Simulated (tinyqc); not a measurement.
CMOS inverter, nodal equation and switching: one step of the calculation.

An n-channel pull-down (bn, VTn) and a p-channel pull-up (bp, VTp) share the input Vin and the output node Vout, which carries the load C. Transistor (EKV form, voltages against the body): I = 2 n b Vt^2 [F(vp - Vs) - F(vp - Vd)] from drain to source, F(v) = ln^2(1 + exp(v/(2 Vt))), vp = (Vg - VT + sg |Vd - Vs|)/n. n-channel bodies are at 0; for the p-channel device all voltages are counted down from Vdd. b in uA/V^2 gives I in uA. Static: In = Ip. Transient: C dVout/dt = Ip - In. No velocity saturation, no gate capacitance beyond C.

Problem. One time step of the falling output. The input steps to Vdd at t = 0; I = In - Ip. Implicit Euler: V(new) = V - (dt/C) I(V(new)), solved for V(new); 1 ps uA/fF = 1 mV.

Parameters, values chosen for the exercise:
```
symbol,value,unit,meaning
T,400,K,temperature
Vdd,0.4,V,supply voltage
n,1.34,,slope factor
sg,0.087,,drain-induced barrier lowering
VTn,0.26,V,n-channel threshold
VTp,0.27,V,p-channel threshold (magnitude)
bn,370,uA/V^2,gain factor of the pull-down transistor
bp,370,uA/V^2,gain factor of the pull-up transistor
C,2,fF,load capacitance
dt,20,ps,time step
```

Constants: q = 1.602176634e-19 C, kB = 1.380649e-23 J/K, Vt = kB T/q. Results are converted to the units shown.

Vout after step 1 = 0.35317845 V

Wanted: I(V); I(V(new)); Vout after step 2.

Solution.

I(V) = 4.6822 uA
I(V(new)) = 4.5072 uA
Vout after step 2 = 0.30811 V

tinyqc, about 0.04 s, one thread, Intel Xeon 2.30GHz (shared host): `OMP_NUM_THREADS=1 python tinyqc.py 2340168 2340169 out.jsonl`
